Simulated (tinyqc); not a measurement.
MOSFET in saturation, small-signal circuit and noise: one step of the calculation.

Bias by the inversion coefficient IC = I/Ispec (charge-based model with velocity saturation; weak inversion below 0.1, strong above 10). Common-source circuit: gm, gds, Cgs, Cgd and Cj at the inner nodes, Rg in series with the gate; quasi-static, no source or drain resistance, no gate-body capacitance, no substrate network, no induced gate noise, so fmax is an upper estimate.

Task. Admittance matrix. Inner admittances at w = 2 pi f: y11 = i w (Cgs + Cgd), y12 = -i w Cgd, y21 = gm - i w Cgd, y22 = gds + i w (Cgd + Cd). Invert to Z, add Rg to Z11 and invert back to Y.

Parameters, values chosen for the exercise:
```
symbol  value  unit           meaning
f           5   GHz  signal frequency
```

gm = 39.768053 mS
gds = 2.4656193 mS
Cgs = 90.471379 fF
Cgd = 35.2 fF
Cd = 36 fF
Rg = 3.7820513 ohm

Find: inner y; Y with Rg.

Result.

inner y (mS):
```
,1,2
1,0.00+3.95i,0.00-1.11i
2,39.77-1.11i,2.47+2.24i
```

Y with Rg (mS):
```
,1,2
1,0.06+3.95i,-0.02-1.11i
2,39.74-1.70i,2.47+2.40i
```

Program tinyqc, `OMP_NUM_THREADS=1 python tinyqc.py 2150117 2150118 out.jsonl`; Intel Xeon 2.30GHz, shared host, one thread, about 0.01 s.
